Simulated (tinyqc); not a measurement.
# Changing the total flow F_t

Model: precursor delivery by bubblers, mass-transport growth and the solid composition of a III-V alloy. Computed by tinyqc, a small Python program. Command: `OMP_NUM_THREADS=1 python tinyqc.py 3023802 3023803 out.jsonl movpe_thermo sweep`. One thread of a shared host (Intel(R) Xeon(R) Processor @ 2.30GHz), about 0.01 s of CPU time with the checks.

1 sccm = 44.615 micromol/min; 1 torr = 133.322 Pa. The sources decompose fully at the surface.

Inputs (values chosen for the exercise, modelled on triethylgallium (source 1) and trimethylindium (source 2) for the vapour pressures):
```
quantity                                                value      unit
bath temperature T1                                       281         K
bath temperature T2                                       302         K
bubbler pressure p_b                                      600      torr
carrier flow F1                                           140      sccm
carrier flow F2                                           110      sccm
group-V flow F_V                                          300      sccm
reactor pressure p                                        100      torr
growth temperature T                                      850         K
diffusivity at 273 K and 760 torr                        0.37    cm^2/s
flow cross-section A                                       69      cm^2
distance from the leading edge z                          7.8        cm
lattice constant a                                        5.9  angstrom
interaction L0 of the solid                              8.01    kJ/mol
vapour fraction x_v of D among the group-V sources       0.14         -
exchange energy dG_x of AC + (1/2) D2 -> AD + (1/2) C2   -1.2    kJ/mol
```

Alloy: mixing on the group-V sites.

constants a, b of source 1 (log10 torr, K): 8.067  2162

constants a, b of source 2 (log10 torr, K): 10.5  3014

Constants: k_B = 1.380649e-23 J/K; R = 8.314462618 J/(mol K).

Method:
- log10 p_v = a - b/T_bath; molar flow = F x 44.615 x p_v/(p_b - p_v) for a saturated bubbler.
- p_i = p n_i/(44615 F_t), F_t in slm; p_V = p F_V/(1000 F_t), counted per molecule supplied; V/III = 44.615 F_V/(n1 + n2); vapour fraction of source 2 = n2/(n1 + n2).
- Mean velocity u = (F_t/A)(760/p)(T/273); D = D0 (T/273)^1.75 (760/p); boundary layer delta = sqrt(pi D z/u); flux = D dp/(delta k_B T); growth rate = flux x a^3/4.
- At high V/III the group-V pressures at the surface equal those supplied, as dimers: p_D2/p_C2 = x_v/(1 - x_v). Equilibrium of the solid AC(1-x)D(x), A standing for the mix of both group-III metals: ln[x/(1 - x)] + L0 (1 - 2x)/(R T) = -dG_x/(R T) + (1/2) ln[x_v/(1 - x_v)]. Growth rate = rate per torr x (p_1 + p_2). Sensitivity dx/dx_v = [1/(2 x_v (1 - x_v))]/[1/(x (1 - x)) - 2 L0/(R T)].

One run for each value:
```
total flow F_t (slm)  growth rate (micrometre/h)  boundary layer delta (cm)  velocity u (cm/s)
2.0                                        3.779                      6.633               11.4
3.3                                        2.942                      5.163               18.9
5.4                                        2.300                      4.036               30.9
8.9                                        1.791                      3.144               50.9
15.0                                       1.380                      2.422               85.7
24.0                                       1.091                      1.915              137.2
40.0                                       0.845                      1.483              228.6
```

Over the rows, growth rate (micrometre/h) falls from 3.78 to 0.845 (exponent d ln y / d ln x about -0.50 throughout); boundary layer delta (cm) falls from 6.63 to 1.48 (exponent d ln y / d ln x about -0.50 throughout); velocity u (cm/s) rises from 11.4 to 229 (exponent d ln y / d ln x about 1.0 throughout). The exponent of growth rate stays at -0.50: dilution as 1/F_t against a thinner boundary layer.

Caution (rows 2.00, 3.30, 5.40, 8.90, 15.0): the boundary layer is a quarter or more of the root of the cross-section, so it fills much of the channel and depletion along the flow matters.

Extremes, crossings and ranges named in words are read from the listed rows.
